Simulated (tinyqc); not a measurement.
What each parameter does: averaged masses of warped heavy- and light-hole bands.

Four-band hole energies E = c k^2 f(u), c = hbar^2/2m0, f = g1 -/+ 2 sqrt(g2^2 + 3 (g3^2 - g2^2) s), s = ux^2 uy^2 + uy^2 uz^2 + uz^2 ux^2 for the unit vector u; minus for heavy, plus for light holes; the mass along u is 1/f.

Grid: n x n midpoints in cos(theta) from 0 to 1 and phi from 0 to pi/2, equal weights. m_d = <f^(-3/2)>^(2/3). Conductivity mass for one scattering time: 1/m_c = <|w|^2 f^(-5/2)>/<f^(-3/2)> with w = grad_k(k^2 f)/(2 k), that is |w|^2 = f^2 + |angular gradient of f|^2/4.

Inputs chosen for the exercise (out of a larger set: near those of GaAs; not measured data):
- g1 = 6.99 (Luttinger gamma1)
- g2 = 2.06 (gamma2)
- g3 = 2.92 (gamma3)

n = 40.

One parameter was then changed.

Results before and after:
```
case     m_d heavy (m0)  m_c heavy (m0)  m_d light (m0)  m_c light (m0)
base             0.5996          0.4733          0.0822          0.0816
changed          0.6582          0.4800          0.0814          0.0808
```

Which of these changes was made? (a) g3 = 3.008; (b) g1 = 7.2; (c) g2 = 1.998.
Answer: (a) g3 = 3.008. Of the candidates, run in turn, only this one gives the changed row.

All candidates:
```
case        m_d heavy (m0)  m_c heavy (m0)  m_d light (m0)  m_c light (m0)
base                0.5996          0.4733          0.0822          0.0816
g1 = 7.2            0.5292          0.4362          0.0808          0.0803
g2 = 1.998          0.5897          0.4567          0.0825          0.0818
g3 = 3.008          0.6582          0.4800          0.0814          0.0808
```

Computed by tinyqc, a small Python program: `OMP_NUM_THREADS=1 python tinyqc.py 1050043 1050044 out.jsonl` (the numbers bound the seed that draws the inputs); one thread of a shared host (Intel(R) Xeon(R) Processor @ 2.30GHz), about 0.01 s for the whole set of steps.
